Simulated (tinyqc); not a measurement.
From one set of inputs to another, one input at a time: Raman shift of the zone-centre optical phonon of a diamond-structure crystal under stress. Computed by tinyqc, a small Python program. Command: `OMP_NUM_THREADS=1 python tinyqc.py 3021561 3021562 out.jsonl ramanstress ladder`. One thread of a shared host (Intel(R) Xeon(R) Processor @ 2.30GHz), about 0.02 s of CPU time with the checks.

Axes x, y, z are the cube axes. Strain shifts the threefold optical mode and can split it; p, q and r are the phonon deformation potentials.

The inputs printed are set A. Set A is modelled on silicon; the values taken over come from a set modelled on germanium. Inputs not listed in the table keep their values of set A, so the rows need not describe a real material.

Inputs (values chosen for the exercise, modelled on silicon): unstrained frequency omega_0 = 520.8 1/cm; p/omega_0^2 = -1.82; q/omega_0^2 = -2.22; r/omega_0^2 = -0.69; C11 = 165.4 GPa; C12 = 64.07 GPa; C44 = 79.85 GPa; stress sigma (tension positive) = -0.14 GPa; polarisation angle phi = 45 degree; temperature coefficient d omega/dT = -0.022 1/(cm K); local temperature T = 400 K; laser wavelength = 457.9 nm.

Stress state: uniaxial. Axis: [111].

Constants: h = 6.62607015e-34 J s; c = 299792458 m/s; k_B = 1.380649e-23 J/K.

Method:
- S11 = (C11 + C12)/D, S12 = -C12/D, D = (C11 - C12)(C11 + 2 C12), S44 = 1/C44.
- Uniaxial stress along the unit vector n of the axis: sigma_ij = sigma n_i n_j.
- eps_xx = S11 sigma_xx + S12 (sigma_yy + sigma_zz), and cyclic; eps_xy = S44 sigma_xy/2 (tensor strain).
- Secular matrix: M_xx = p eps_xx + q (eps_yy + eps_zz), M_xy = 2 r eps_xy; its eigenvalues are omega^2 - omega_0^2, and the shifts are these over 2 omega_0.
- gamma = -(p + 2q)/(6 omega_0^2); the mean of the three shifts is -gamma omega_0 x (volume strain).
- Backscattering from a (001) surface: incident polarisation (cos phi, sin phi, 0). With Raman tensors (R_z)_xy = (R_z)_yx = 1 and cyclic, only the z component u_z of a mode counts: I = u_z^2 sin^2(2 phi) for parallel and u_z^2 cos^2(2 phi) for crossed polarisers. An unresolved line sits at the intensity-weighted shift, which is M_zz/(2 omega_0).
- A temperature above 300 K shifts the line by (d omega/dT)(T - 300 K); divided by the shift per stress it poses as a stress; the total shift adds it to the shift of the observed line. The anti-Stokes to Stokes ratio is [(omega_L + omega_0)/(omega_L - omega_0)]^3 exp(-h c omega_0/(k_B T)) in photon counts, omega_L = 1/wavelength, resonance effects left out.

Each row keeps all changes above it:
```
input moved                             from     to  shift of the observed line (1/cm)  mean shift (1/cm)  anti-Stokes/Stokes ratio
set A                                      -      -                             0.2592             0.2592                    0.1773
C11 (GPa)                              165.4  128.7                             0.2962             0.2962                    0.1773
C44 (GPa)                              79.85  67.78                             0.2962             0.2962                    0.1773
C12 (GPa)                              64.07  48.49                             0.3371             0.3371                    0.1773
stress sigma (tension positive) (GPa)  -0.14  -0.28                             0.6742             0.6742                    0.1773
q/omega_0^2                            -2.22  -1.86                             0.5966             0.5966                    0.1773
p/omega_0^2                            -1.82  -1.53                             0.5654             0.5654                    0.1773
unstrained frequency omega_0 (1/cm)    520.8  300.9                             0.3267             0.3267                    0.3680
```

Which inputs carry the difference?

Shift of the observed line goes from 0.259 to 0.327, a factor 1.26 in all. The largest single move comes from stress sigma (tension positive) (a factor 2.00), and unstrained frequency omega_0 works against it (a factor 0.578). Mean shift goes from 0.259 to 0.327, a factor 1.26 in all. The largest single move comes from stress sigma (tension positive) (a factor 2.00), and unstrained frequency omega_0 works against it (a factor 0.578). anti-Stokes/Stokes ratio goes from 0.177 to 0.368, a factor 2.08 in all. The largest single move comes from unstrained frequency omega_0 (a factor 2.08). The single moves hold for this order of the switches; the total does not depend on the order.

Caution (all rows): this stress has components normal to the (001) face, so it cannot reach a free (001) surface; it can act on buried material.

Extremes, crossings and ranges named in words are read from the listed rows.
